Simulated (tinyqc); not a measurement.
Inside a calculation. Model: free and trapped electrons in a MOS channel with a dense trap tail.

Computed by the program tinyqc: `OMP_NUM_THREADS=1 python tinyqc.py 2222236 2222237 out.jsonl`, one thread of a shared Intel Xeon 2.30GHz, about 0.02 s for the whole run. Printed values are rounded.

p-type body, charge-sheet picture, full ionisation (an idealisation for deep acceptors), Boltzmann statistics for free electrons. e = Ec - EF at the surface. Acceptor-like traps of density D(E) = D0 + De exp(-E/Ew) at depth E below Ec, from 0 to Eu, hold n_t = integral of D(E)/(1 + exp((e - E)/Vt)). psi = Eg - Vt ln(Nv/Na) - e; N_dep = sqrt(2 eps0 eps_r Na (psi - Vt)/q); n_f = sqrt(N_dep^2 + 2 eps0 eps_r Vt Nc exp(-e/Vt)/q) - N_dep; Vg = Vfb + psi + q (N_dep + n_t + n_f)/Cox, Cox = eps0 eox/tox.

Values chosen for this exercise; band and dielectric values close to those of 4H silicon carbide:
```
symbol,value,unit,meaning
T,300,K,temperature
Eg,3.25,eV,band gap
eps_r,9.52,,relative permittivity
Nc,1.68e19,cm^-3,conduction-band density of states at T
Nv,2.53e19,cm^-3,valence-band density of states at T
eox,3.9,,relative permittivity of the insulator
tox,63,nm,insulator thickness
Na,5.5e16,cm^-3,acceptor density
Vfb,-2.73,V,flat-band voltage without trapped charge
D0,4.5e10,cm^-2 eV^-1,constant background density of acceptor-like traps
De,6.9e12,cm^-2 eV^-1,density of the tail at the conduction edge
Ew,0.12,eV,decay energy of the tail
Eu,0.73,eV,depth below Ec down to which the traps reach
mf,120,cm^2/(V s),mobility of free electrons
e,0.112,eV,Ec - EF at the surface
```

Constants: q = 1.602176634e-19 C, kB = 1.380649e-23 J/K, Vt = kB T/q, eps0 = 8.8541878128e-14 F/cm where lengths are in cm. Results are converted to the units shown.

## Trapped charge

Trapezoid rule on 14 equal steps from 0 to Eu, f = 1/(1 + exp((e - E)/Vt)).

```
point      E (eV)  D(E) f (cm^-2 eV^-1)
0               0           9.005069e10
1      0.05214286           4.055491e11
2       0.1042857           1.251657e12
3       0.1564286           1.627008e12
4       0.2085714           1.229074e12
5       0.2607143           8.281358e11
6       0.3128571           5.536062e11
7           0.365           3.744900e11
8       0.4171429           2.583805e11
9       0.4692857           1.831805e11
10      0.5214286           1.344821e11
11      0.5735714           1.029462e11
12      0.6257143           8.252438e10
13      0.6778571           6.929978e10
14           0.73           6.073588e10
```

n_t = 3.741629e11 cm^-2

With 1600 steps n_t = 3.748e11 cm^-2; the coarse value is 0.17 % below it.

## Charges and gate voltage

psi, N_dep, n_f and Vg as defined, with the n_t given; free share n_f/(n_f + n_t); apparent mobility mf n_f/(n_f + n_t); gate voltage spent on traps q n_t/Cox.

psi = 2.979496 V
N_dep = 1.307414e12 cm^-2
n_f = 2.276064e10 cm^-2
Vg = 5.231374 V
free share = 5.734264 %
apparent mobility = 6.881117 cm^2/(V s)
gate voltage spent on traps = 1.093700 V
